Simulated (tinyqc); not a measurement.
Inside a calculation. Model: resistance of a source-drain extension with a graded tip.

Computed by the program tinyqc: `OMP_NUM_THREADS=1 python tinyqc.py 2282008 2282009 out.jsonl`, one thread of a shared Intel Xeon 2.30GHz, about 0.04 s for the whole run. Printed values are rounded.

y runs along the channel, the gate covers y > 0. The doping is N0 for y < y0 and N0 10^(-(y - y0)/la) beyond, uniform over the depth xj. Sheet conductance s(y) = q mu(N) max(N - Nch, 0) xj + (for y > 0) ma Cox Vo, with mu(N) = u0 + (u1 - u0)/(1 + (N/Nr)^au) and Cox = eps0 eox/tox. Current is taken as one-dimensional; depletion of the tip, spreading and the contact are left out. The metallurgical junction lies at yj, where N = Nch.

Values chosen for this exercise; mobility law close to that of electrons in silicon:
```
symbol,value,unit,meaning
eox,3.9,,relative permittivity of the gate insulator (close to silicon dioxide)
tox,1.7,nm,insulator thickness
N0,1.3e20,cm^-3,active doping of the extension far from the gate
la,2,nm/decade,lateral abruptness
y0,-0.8,nm,position under the gate where the fall begins (gate edge at 0)
xj,8,nm,depth of the extension
Nch,9.7e17,cm^-3,channel doping
Vo,0.7,V,gate overdrive
ma,220,cm^2/(V s),mobility of the gate-induced layer
u1,1414,cm^2/(V s),mobility at low doping
u0,68.5,cm^2/(V s),mobility at high doping
Nr,9.2e16,cm^-3,reference doping
au,0.711,,exponent
Lg,50,nm,gate length
```

Constants: q = 1.602176634e-19 C, eps0 = 8.8541878128e-14 F/cm where lengths are in cm. Results are converted to the units shown.

## Sheet resistances and junction position

yj = y0 + la log10(N0/Nch); sheet resistance of the full extension 1/[q mu(N0)(N0 - Nch) xj] and of the gate-induced layer 1/(ma Cox Vo); metallurgical length Lg - 2 yj; ye is where the doped and the gate-induced conductances are equal.

yj = 3.45434 nm
sheet resistance of the extension = 793.487 ohm/square
sheet resistance of the induced layer = 3196.80 ohm/square
metallurgical length = 43.0913 nm
ye = 0.543564 nm
N at ye = 2.76797e19 cm^-3

The gate takes over 2.91 nm before the junction, where N is still 28.5 times the channel doping.

## Resistance of the overlapped part

Midpoint rule on 11 equal steps from 0 to yj: R_ov = sum h/s(y), per width.

| point | y (nm) | N (cm^-3) | doped conductance (uS) | sheet resistance (ohm/square) |
|---|---|---|---|---|
| 0 | 0.157016 | 4.31952e19 | 461.365 | 1291.69 |
| 1 | 0.471047 | 3.00898e19 | 336.199 | 1540.80 |
| 2 | 0.785078 | 2.09606e19 | 246.668 | 1787.37 |
| 3 | 1.09911 | 1.46012e19 | 182.042 | 2020.79 |
| 4 | 1.41314 | 1.01712e19 | 134.799 | 2234.07 |
| 5 | 1.72717 | 7.08529e18 | 99.6537 | 2424.44 |
| 6 | 2.04120 | 4.93562e18 | 72.8734 | 2592.78 |
| 7 | 2.35523 | 3.43816e18 | 51.8067 | 2742.58 |
| 8 | 2.66927 | 2.39503e18 | 34.5541 | 2878.80 |
| 9 | 2.98330 | 1.66838e18 | 19.7429 | 3007.01 |
| 10 | 3.29733 | 1.16220e18 | 6.37597 | 3132.94 |

R_ov = 8.0559 ohm um

The exact integral is 8.0545 ohm um; the coarse sum is 0.018 % above it.
